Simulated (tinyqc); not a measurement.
Isotherms: adsorption as a lattice gas: isotherms with interactions, competition, desorption peaks and saturation dose. Computed by tinyqc, a small Python program. Command: `OMP_NUM_THREADS=1 python tinyqc.py 3016923 3016924 out.jsonl adsorb walk`. One thread of a shared host (Intel(R) Xeon(R) Processor @ 2.30GHz), about 0.2 s of CPU time with the checks.

One adsorbate per site; a molecule needs 1 empty site. Gas and surface have the same temperature.

Inputs (values chosen for the exercise, for a model surface):
```
quantity,value,unit
desorption energy E,1.1,eV
prefactor nu,1.8e+14,1/s
pair energy w (positive repels),0.013,eV
neighbours z,3,-
site density N_s,3.9,1/nm^2
molecular mass M,102,u
sticking coefficient s0,0.0073,-
temperature T,404,K
pressure p,0.024,Pa
"blocking by a second gas, K_B p_B",10,-
```

Adsorption: molecular (first order).

Constants: u = 1.6605390666e-27 kg; k_B = 1.380649e-23 J/K; k_B = 8.617333262e-05 eV/K.

Method. Flux F = p/sqrt(2 pi M k_B T); k_d = nu exp(-E/(k_B T)); s0 F (1 - theta) = N_s k_d theta, so y = s0 F/(N_s k_d), theta = y/(1 + y). With a second gas on the same sites theta = y/(1 + y + K_B p_B). With u = w/(k_B T). Mean field: theta/(1 - theta) = y exp(-z u theta). Quasi-chemical: theta/(1 - theta) = y [(r - 1 + 2 theta)(1 - theta)/((r + 1 - 2 theta) theta)]^(-z/2) exp(-z u/2), r = sqrt(1 - 4 theta (1 - theta)(1 - exp(-u))).

u = 0.373413

Coverage; the first column is ln y - z u/2:
```
ln y - z u/2,no interaction,mean field,quasi-chemical
-5.0,0.01166,0.01151,0.01154
-3.0,0.08018,0.07426,0.07499
-2.0,0.19156,0.16461,0.16688
-1.0,0.39177,0.31224,0.31524
-0.5,0.51503,0.40331,0.40523
0.0,0.63648,0.50000,0.50000
0.5,0.74271,0.59669,0.59477
1.0,0.82637,0.68776,0.68476
2.0,0.92825,0.83539,0.83312
3.0,0.97235,0.92574,0.92501
5.0,0.99617,0.98849,0.98846
```

What does the comparison show, and why?

At half coverage the slope d theta/d ln y is 1/4 without interaction, 1/(4 + z u) = 0.195 in mean field and 0.191 in the pair theory, 1/[4 + 2 z (exp(u/2) - 1)]. Repulsion spreads the filling over a wider range of pressure; the two theories differ by at most 0.0030 in these rows.
